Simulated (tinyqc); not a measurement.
The size of the error: propagation of a band-gap error through k.p and effective-mass formulas.

Chain, for a gap E (the reference Eg or another value), with Ep and Dso kept: 1/me = 1 + Ep (E + 2 Dso/3)/(E (E + Dso)); g* = 2 - 2 Ep Dso/(3 E (E + Dso)); g1(E) = g1 + (Ep/3)(1/E - 1/Eg), g2(E) = g2 + (Ep/6)(1/E - 1/Eg), light hole 1/(g1 + 2 g2), heavy hole 1/(g1 - 2 g2) along [100]; optical constant ei(E) = 1 + (ei - 1)(EP/(EP + E - Eg))^2, static e0(E) = ei(E) + e0 - ei.

Donor: R = Ry me/e0^2, a_B = a0 e0/me, Mott density (0.26/a_B)^3. Nc, Nv = 2 (m kT/(4 pi c))^(3/2), c = hbar^2/2m0, ni = sqrt(Nc Nv) exp(-E/2kT). Exciton: Ry mu/e0^2 with 1/mu = 1/me + g1(E). 1 angstrom^-3 = 1e24 cm^-3.

Constants: Ry = 13.60569312 eV; a0 (Bohr radius) = 0.5291772105 angstrom; kB = 8.617333262e-05 eV/K; hbar^2/2m0 = 3.80998211 eV angstrom^2.

Values chosen for the exercise (reference values near those of InSb, gap at low temperature; the results hold for these values, not for the real material):
- Eg = 0.234 eV (gap at Gamma to the s-like level)
- Dso = 0.797 eV (spin-orbit splitting)
- Ep = 23 eV (Kane energy)
- g1 = 34.76 (Luttinger gamma1)
- g2 = 15.5 (gamma2)
- e0 = 16.54 (static dielectric constant)
- ei = 15.47 (optical dielectric constant)
- EP = 3.66 eV (mean (Penn) gap)
- mh = 0.64 m0 (density-of-states mass of the holes)
- T = 300 K (temperature)

E = f Eg; ratios against f = 1.

Results:

| f | E (eV) | me ratio | light-hole ratio | e0 ratio | donor ratio | Mott ratio | g* | log10 ni ratio |
|---|---|---|---|---|---|---|---|---|
| 0.25 | 0.059 | 0.272 | 0.251 | 1.090 | 0.229 | 0.0155 | -242.185 | 1.05 |
| 0.40 | 0.094 | 0.426 | 0.401 | 1.071 | 0.372 | 0.0631 | -144.601 | 0.90 |
| 0.60 | 0.140 | 0.625 | 0.601 | 1.047 | 0.570 | 0.213 | -90.854 | 0.63 |
| 0.80 | 0.187 | 0.815 | 0.801 | 1.023 | 0.780 | 0.507 | -64.329 | 0.33 |
| 1.00 | 0.234 | 1.000 | 1.000 | 1.000 | 1.000 | 1.00 | -48.655 | 0.00 |
| 1.20 | 0.281 | 1.179 | 1.199 | 0.978 | 1.233 | 1.75 | -38.379 | -0.34 |
| 1.50 | 0.351 | 1.440 | 1.497 | 0.947 | 1.607 | 3.52 | -28.328 | -0.86 |
| 2.00 | 0.468 | 1.857 | 1.993 | 0.898 | 2.303 | 8.85 | -18.642 | -1.76 |

What does the comparison show?

Between f = 0.8 and 1.2 the mean powers d ln(ratio)/d ln f are 0.91 for me, 1.00 for the light hole, -0.11 for e0, 1.13 for the donor energy and 3.06 for the Mott density; ni moves by -0.71 decades per 0.1 eV, against -0.1 eV/(2 kT ln 10) = -0.84 from the exponential alone, the rest coming from Nc through me^(3/4). Rows with E below about 8 kT bring ni near Nc, beyond Boltzmann statistics. g* keeps its sign, from -242.19 to -18.64.

Run: tinyqc, `OMP_NUM_THREADS=1 python tinyqc.py 1880907 1880908 out.jsonl`; Intel(R) Xeon(R) Processor @ 2.30GHz, one thread, shared host; about 0.01 s of CPU time with all checks.
